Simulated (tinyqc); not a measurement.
Width of layer A: type-II superlattice in the two-band Kane model.

Motion along the axis, period d = a + b, c = hbar^2/2m0. Conduction and light-hole bands couple: (E - Ec)(E - Ev) = Ep c k^2 in each layer, with mass m(E) = (E - Ev)/Ep, which may be negative. The conduction envelope psi and psi'/m(E) are continuous; a layer carries them by [[cos kt, (m/k) sin kt], [-(k/m) sin kt, cos kt]] (cosh and sinh for k^2 < 0), and cos(q d) = tr(M_B M_A)/2. C1 is the first miniband above EvB, with its bottom at tr/2 = +1 and its top at -1; the gap is the bottom of C1 less the top heavy-hole level HH1.

Heavy holes are uncoupled: with e = EvB - E, p = sqrt(mhB e/c), w = sqrt(mhA (EvB - EvA - e)/c), the top level HH1 at q = 0 solves (p/mhB) tan(p b/2) = (w/mhA) tanh(w a/2).

Constants: hbar^2/2m0 = 3.80998211 eV angstrom^2; hc = 1239.841984 eV nm.

Inputs chosen for the exercise (near those of an InAs/GaSb superlattice; shifted at random, so the results belong to these values and not to a real crystal):
```
symbol  value                         unit      meaning
b       30                            angstrom  layer B
EcA     0                             eV        conduction edge of A
EvA     -0.411                        eV        valence edge of A
EcB     0.938                         eV        conduction edge of B
EvB     0.137                         eV        valence edge of B
EpA     14.5                          eV        coupling energy in A
EpB     18.1                          eV        coupling energy in B
mhA     0.35                          m0        heavy hole in A
mhB     0.26                          m0        heavy hole in B
As      (18, 27, 38, 48, 52, 67, 79)  angstrom  widths of layer A
```

Bottom of C1 (tr/2 = +1, above EvB), HH1, the gap and hc/gap; widths at which C1 no longer starts above EvB are left out.

Results:
```
a (angstrom)  C1 (eV)  HH1 (eV)  gap (meV)  cut-off (micrometre)
18             0.4922    0.0574      434.8                  2.85
27             0.3682    0.0557      312.5                  3.97
38             0.2705    0.0555      215.0                  5.77
48             0.2117    0.0554      156.2                  7.94
52             0.1934    0.0554      138.0                  8.99
67             0.1421    0.0554       86.7                 14.30
```

From a = 18 to 67 angstrom C1 falls by 350 meV while HH1 moves by -1.9 meV, so layer A tunes the gap, from 435 to 87 meV. The cut-off shifts by 0.124 micrometre per angstrom at the thin end and 0.354 at the thick end: long wavelengths need tight control of the thickness.

tinyqc: `OMP_NUM_THREADS=1 python tinyqc.py 1281849 1281850 out.jsonl`; about 0.06 s, one thread, shared Intel(R) Xeon(R) Processor @ 2.30GHz.
